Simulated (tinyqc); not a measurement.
Liquidus of a compound AB in a simple-solution melt, liquid-phase epitaxy and vapour pressures: one step, computed by the program tinyqc.

x is the atom fraction of B in the melt. The melt is a simple solution: R T ln gamma_B = W (1 - x)^2, R T ln gamma_A = W x^2, W = a + b T. The solid AB is stoichiometric.

Problem. Slope of the liquidus. Liquidus (Vieland): f(x) = R T ln[4 x (1 - x)] + 2 W (1/2 - x)^2 + S_F (T_F - T) = 0. dx/dT = -(df/dT)/f', df/dT = R ln[4 x (1 - x)] + 2 b (1/2 - x)^2 - S_F, f' = (1 - 2x)[R T/(x (1 - x)) - 2 W]. Concentrations: C_L = x N_A/V_L in the melt, C_S = 4/a0^3 in the solid; m = dT/dC_L.

Inputs (values chosen for the exercise, modelled on GaSb for the melt):

| quantity | value | unit |
|---|---|---|
| entropy of fusion S_F | 64.3 | J/(mol K) |
| interaction slope b | -24.5 | J/(mol K) |
| saturation temperature T | 620 | K |
| molar volume of the melt V_L | 12.6 | cm^3/mol |
| lattice constant a0 | 6.096 | angstrom |

solubility x = 0.001669603

W = 5.01 kJ/mol

Constants: R = 8.314462618 J/(mol K); N_A = 6.02214076e+23 1/mol; k_B = 8.617333262e-05 eV/K.

Give: dx/dT; C_L; C_S; slope m; apparent heat of solution k_B T^2 d ln x/dT.

Solution.

dx/dT = 3.845e-05 1/K

C_L = 7.980e+19 1/cm^3

C_S = 1.766e+22 1/cm^3

slope m = 5.442e-19 K cm^3

apparent heat of solution k_B T^2 d ln x/dT = 0.7628 eV
